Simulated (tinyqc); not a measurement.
MOSFET in the linear regime without short-channel effects, parameter extraction from computed curves: two steps of the calculation.

Inversion charge Q = Cox n Vt W0(exp((Vg - VT)/(n Vt))), W0 the Lambert function and n = nf; u = Q/Cox; mobility mu = mu0/(1 + th1 u + th2 u^2); channel resistance Rch = (L - dL)/(W mu Q); Id = Vd/(Rch + Rsd/W). Cox = eps0 eox/tox. Small Vd, no channel-length or drain effects.

Inputs (values chosen for the exercise); channel values of the order met in silicon transistors:
```
symbol  value        unit                                                                 meaning
T         300           K                                                             temperature
eox      9.26              relative permittivity of the gate insulator (close to aluminium oxide)
tox        13          nm                                                     insulator thickness
mu0       210  cm^2/(V s)                                                      low-field mobility
th1      0.45         1/V                                       first mobility attenuation factor
th2         0       1/V^2                                      second mobility attenuation factor
VT       0.37           V                                                       threshold voltage
nf       1.13                                                                         body factor
W         0.5          um                                                              gate width
L         1.5          um                                                       drawn gate length
dL      0.009          um                                             drawn less effective length
Rsd       110      ohm um                                            source plus drain resistance
Vd       0.02           V                                                           drain voltage
```

Constants: q = 1.602176634e-19 C, kB = 1.380649e-23 J/K, Vt = kB T/q, eps0 = 8.8541878128e-14 F/cm where lengths are in cm. Results are converted to the units shown.

Task 1. Transfer curve. u, mu, Rch and Id as defined.

Vg, point 0 to 10 (V): 0.07  0.22  0.37  0.52  0.67  0.82  0.97  1.12  1.27  1.42  1.57

Wanted: u; mu; Rch; Id.

Result 1.

```
point	u (V)	mu (cm^2/(V s))	Rch (ohm)	Id (uA)
0	1.013e-6	210.0	2.223e10	8.998e-7
1	1.710e-4	210.0	1.317e8	1.519e-4
2	0.01657	208.4	1.369e6	0.01461
3	0.1110	200.0	2.130e5	0.09382
4	0.2386	189.6	1.045e5	0.1910
5	0.3754	179.7	7.011e4	0.2844
6	0.5161	170.4	5.376e4	0.3705
7	0.6590	162.0	4.430e4	0.4492
8	0.8032	154.2	3.816e4	0.5211
9	0.9483	147.2	3.387e4	0.5866
10	1.094	140.7	3.071e4	0.6466
```

Task 2. The Y function. Y_i = Id_i/sqrt(gm_i). For Id = beta Vd x/(1 + th x), x = Vg - VT, Y = sqrt(beta Vd) x whatever th. Slope s from points 6 and 9; VT_Y = Vg - Y/s at point 9; beta = s^2/Vd; mobility beta L/(W Cox) with the drawn L; th* = (beta Vd x/Id - 1)/x at point 9.

```
point	Vg (V)	Id (uA)
0	0.07	8.9977650e-7
1	0.22	1.5190206e-4
2	0.37	0.014605880
3	0.52	0.093815223
4	0.67	0.19102590
5	0.82	0.28438776
6	0.97	0.37053347
7	1.12	0.44924977
8	1.27	0.52105386
9	1.42	0.58662512
10	1.57	0.64663782
```

gm, point 1 to 9 (uS): 0.048683269  0.31221107  0.58806672  0.63524178  0.59835857  0.54954006  0.50173465  0.45791782  0.41861319

Give: Y; s; VT_Y; beta; mobility from Y; th*.

Result 2.

Y, point 1 to 9 (uA^0.5 V^0.5): 6.8845e-4  0.026140  0.12234  0.23967  0.36765  0.49984  0.63424  0.77000  0.90668
s = 0.90410 uA^0.5 V^-0.5
VT_Y = 0.41714 V
beta = 40.870 uA/V^2
mobility from Y = 194.40 cm^2/(V s)
th* = 0.39623 1/V

The mobility from Y is 8.0 % below mu0 L/(L - dL) = 211 cm^2/(V s), which it should reach in deep inversion when th2 = 0.

Program tinyqc, `OMP_NUM_THREADS=1 python tinyqc.py 2210018 2210019 out.jsonl`; Intel Xeon 2.30GHz, shared host, one thread, about 0.01 s.
